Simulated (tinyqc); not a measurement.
# Charge needed for a dipole step

Two sheets of opposite charge dd apart with permittivity ei give the step D = q N dd/(eps0 ei).

Values chosen for this exercise:

| symbol | value | unit | meaning |
|---|---|---|---|
| ei | 5.9 |  | relative permittivity inside the dipole layer |
| dd | 0.16 | nm | thickness of the dipole layer |

Constants: q = 1.602176634e-19 C, eps0 = 8.8541878128e-14 F/cm where lengths are in cm. Results are converted to the units shown.

Results:

| N (cm^-2) | D (V) | field (MV/cm) | moment (debye/nm^2, 1 D = 3.33564e-30 C m) |
|---|---|---|---|
| 1e12 | 0.0049072 | 0.30670 | 0.076851 |
| 2.7e12 | 0.013249 | 0.82808 | 0.20750 |
| 6.8e12 | 0.033369 | 2.0855 | 0.52259 |
| 1.7e13 | 0.083422 | 5.2139 | 1.3065 |
| 1.1e14 | 0.53979 | 33.737 | 8.4536 |
| 2.9e14 | 1.4231 | 88.942 | 22.287 |

Estimate the missing row, N = 4.5e13 cm^-2.

Computed row:

| N (cm^-2) | D (V) | field (MV/cm) | moment (debye/nm^2, 1 D = 3.33564e-30 C m) |
|---|---|---|---|
| 4.5e13 | 0.22082 | 13.801 | 3.4583 |

With this row back in the table: D is proportional to N, 0.1 V for 2.04e13 cm^-2. The same sheet as an uncompensated charge under 1 nm of a dielectric of permittivity 3.9 would shift the flat band by 0.946 V, and that shift would grow with thickness, which a dipole step does not. For N = 1.1e14, 2.9e14 the field exceeds 20 MV/cm; it acts over one bond length, where the sheet picture is only a bookkeeping device.

Numbers from tinyqc (`OMP_NUM_THREADS=1 python tinyqc.py 2410063 2410064 out.jsonl`; about 0.01 s on one thread of a shared Intel Xeon 2.30GHz).
